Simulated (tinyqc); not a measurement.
Deal-Grove kinetics of thermal oxidation of silicon: one step, computed by the program tinyqc.

Oxidant diffuses through the oxide and reacts at the interface, so that dx/dt = B/(A + 2x) for the oxide thickness x.

Question. Rate constants. B = B0 p exp(-E_B/(k_B T)), B/A = (B/A)0 p^m exp(-E_A/(k_B T)), p in atm; A = B/(B/A). Temperatures in kelvin are T(C) + 273.15.

Inputs (values chosen for the exercise, close to those used for silicon):
```
quantity                      value    unit
prefactor B0                    727  um^2/h
activation energy E_B          1.24      eV
prefactor (B/A)0            5.6e+06    um/h
activation energy E_A          2.01      eV
temperature T                   975       C
oxidant pressure p                1     atm
pressure exponent m of B/A     0.73       -
```

Ambient: dry oxygen. Surface: (111).

Constants: k_B = 8.617333262e-05 eV/K.

Give: parabolic constant B; linear constant B/A; length A.

Answer.

parabolic constant B = 0.007156 um^2/h

linear constant B/A = 0.04288 um/h

length A = 0.1669 um

Reaction at the interface limits growth while x is well below A/2 = 0.0834 um, diffusion once x is well above it.
